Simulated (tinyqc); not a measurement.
From wall energy back to gradient coefficient g: Landau-Devonshire theory of a uniaxial ferroelectric. Computed by tinyqc, a small Python program. Command: `OMP_NUM_THREADS=1 python tinyqc.py 3008458 3008459 out.jsonl ferro inv`. One thread of a shared host (Intel(R) Xeon(R) Processor @ 2.30GHz), about 0.02 s of CPU time with the checks.

G(P) = (alpha/2) P^2 + (beta*/4) P^4 + (gamma/6) P^6 - E P per volume, SI units, one domain, P along the polar axis.

Inputs (values chosen for the exercise, modelled on barium titanate):

| quantity | value | unit |
|---|---|---|
| alpha_0 | 648000 | J m/(C^2 K) |
| Curie-Weiss temperature T0 | 381 | K |
| beta | -8.47e+08 | J m^5/C^4 |
| gamma | 1.7e+10 | J m^9/C^6 |
| temperature T | 318 | K |

Sample: free crystal.

Constants: eps_0 = 8.8541878128e-12 F/m.

Method:
- alpha = alpha_0 (T - T0*), T0* = T0, beta* = beta.
- Ps^2 = [-beta* + sqrt(beta*^2 - 4 alpha gamma)]/(2 gamma).
- chi = 1/(eps_0 G''), G'' = alpha + 3 beta* P^2 + 5 gamma P^4 at Ps. Ps, chi and the coercive field are for perfect screening, without a depolarising field. The intrinsic coercive field is |alpha P + beta* P^3 + gamma P^5| at the P_c where G'' = 0. 1 C/m^2 = 100 microcoulomb/cm^2.
- With the term (g/2) (dP/dx)^2, (g/2) P'^2 = G(P) - G(Ps) across the wall: energy = int_(-Ps)^(Ps) sqrt(2 g [G(P) - G(Ps)]) dP (40 Gauss-Legendre points); width = 2 Ps over the slope at P = 0, sqrt(2 |G(Ps)|/g). Elastic coupling inside the wall is left out.

Task: A run gave the result below. Find the gradient coefficient g, known to lie between 5.8e-11 and 1.6e-10 J m^3/C^2.

wall energy = 6.935937 mJ/m^2

Result:

Each step takes the trial c = (a f_b - b f_a)/(f_b - f_a), f being the result less the target and a, b, c the logarithms of the listed values; c replaces end b, the old b replaces a if the sign of f changed, and otherwise f_a is halved.

Scan of the range:

| gradient coefficient g (J m^3/C^2) | wall energy (mJ/m^2) |
|---|---|
| 5.80e-11 | 5.46716 |
| 6.87e-11 | 5.95013 |
| 8.13e-11 | 6.47282 |
| 9.63e-11 | 7.04468 |
| 1.14e-10 | 7.66479 |
| 1.35e-10 | 8.34094 |
| 1.60e-10 | 9.08046 |

False position (Illinois rule, in the logarithm of the input) inside the bracket:

| step | end a | end b | trial | wall energy (mJ/m^2) |
|---|---|---|---|---|
| 1 | 8.13000e-11 | 9.63000e-11 | 9.32488e-11 | 6.93218 |
| 2 | 9.63000e-11 | 9.32488e-11 | 9.33492e-11 | 6.93591 |
| 3 | 9.63000e-11 | 9.33492e-11 | 9.33508e-11 | 6.93597 |
| 4 | 9.33492e-11 | 9.33508e-11 | 9.33500e-11 | 6.93594 |

Wall energy rises at every point of a 13-point scan of the range (every second point is shown), so one value fits; it is bracketed by 8.13e-11 and 9.63e-11. The scan shows a pure power law with exponent 0.5000, so scaling from any one row also gives the answer directly. Answer: gradient coefficient g = 9.335e-11 J m^3/C^2.
